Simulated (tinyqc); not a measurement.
Geometry relaxation of a small cluster: one step, computed by the program tinyqc.

E = sum_(i<j) phi(r_ij), phi(r) = eps [exp(-2 alpha (r - r0)) - 2 exp(-alpha (r - r0))]; the force on i is -sum_j phi'(r_ij) (R_i - R_j)/r_ij.

Question. Energy and forces at the start. Evaluate E and the forces at the starting positions.

Inputs (values chosen for the exercise, for model atoms): length r0 = 2.35 angstrom; well depth eps = 0.51 eV; stiffness alpha = 1.8 1/angstrom.

Potential: Morse. Method: FIRE.

starting positions (angstrom):
```
           x     y      z
atom 1  0.02  -0.2   0.05
atom 2  2.45  0.05   -0.1
atom 3  1.29  2.11  -0.21
atom 4  1.06  0.51   1.78
```

Give: distances; energy at the start; forces.

Answer.

distances (angstrom): 1-2 2.4474, 1-3 2.6489, 1-4 2.1398, 2-3 2.3667, 2-4 2.3829, 3-4 2.5638

energy at the start = -2.7964 eV

forces (eV/angstrom):
```
              x        y        z
atom 1  -0.1393   0.0052  -1.0558
atom 2  -0.3299   0.0398   0.0912
atom 3  -0.2238  -0.6840   0.3560
atom 4   0.6931   0.6390   0.6086
```
